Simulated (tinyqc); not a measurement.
Solid solubility of a dopant against its melt (retrograde solidus), clustering and the electrically active fraction: one step, computed by the program tinyqc.

Task: Liquidus and solidus at T. x_l and x_s are atom fractions of the dopant in melt and solid; the solid is dilute. Liquidus of the host: R T ln(1 - x_l) + L x_l^2 = -H_f (1 - T/T_m). Distribution: k = x_s/x_l = exp[L (1 - x_l)^2/(R T)] exp(S/k_B - H/(k_B T)), the first factor being the activity coefficient in the melt. Solubility = x_s N0; at T_m x_l = 0.

Inputs (values chosen for the exercise, for a model dopant):

| quantity | value | unit |
|---|---|---|
| melting point of the host T_m | 1687 | K |
| heat of melting of the host H_f | 50.2 | kJ/mol |
| interaction L of the melt | 2.9 | kJ/mol |
| enthalpy of transfer from melt to solid H | 0.602 | eV |
| entropy of transfer S | -0.91 | k_B |
| site density N0 | 5e+22 | 1/cm^3 |
| temperature T | 1350 | K |

Constants: R = 8.314462618 J/(mol K); k_B = 8.617333262e-05 eV/K.

Give: x_l; distribution coefficient k; x_s; solubility; k at the melting point.

Result:

x_l = 0.6307

distribution coefficient k = 0.002359

x_s = 0.001488

solubility = 7.439e+19 1/cm^3

k at the melting point = 0.007873

k has changed by a factor 0.30 from its value at T_m, while x_l has grown from 0 to 0.631.
